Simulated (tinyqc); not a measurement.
Electron-beam lithography: double-Gaussian proximity function, edge placement and dose correction for parallel lines: one step, computed by the program tinyqc.

Lines are infinitely long. Absorbed energy is counted so that the middle of a very large area written at dose 1 receives 1; the resist develops where it exceeds 1/2.

Task: Dose to size and latitude. A test line of width w << beta in surroundings of density rho, all at dose d: near its edge E(x) = d [S + eta rho]/(1 + eta), S = [erf((b - x)/alpha) - erf((a - x)/alpha)]/2 for edges a and b, the second term being the background energy. Dose to size d_s = (1 + eta)/(erf(w/alpha) + 2 eta rho), dose = d_s D0; edge slope d [1 - exp(-w^2/alpha^2)]/(sqrt(pi) alpha (1 + eta)); width change per 1 % of dose = 2 x 0.01 x (1/2)/slope.

Inputs (values chosen for the exercise, of the order of those for 50 keV electrons in resist on silicon):
```
quantity                               value               unit
forward range alpha                   0.0097         micrometre
backscatter ratio eta                   0.94                  -
base dose D0                              60  microcoulomb/cm^2
width of the test line                 0.061         micrometre
pattern density around the test line    0.46                  -
```

Give: dose to size d_s; dose; edge slope; width change per 1 % of dose; background energy.

Result:

dose to size d_s = 1.0403

dose = 62.420 microcoulomb/cm^2

edge slope = 0.031190 1/nm

width change per 1 % of dose = 0.32061 nm

background energy = 0.23187

The background supplies 46 % of the threshold.
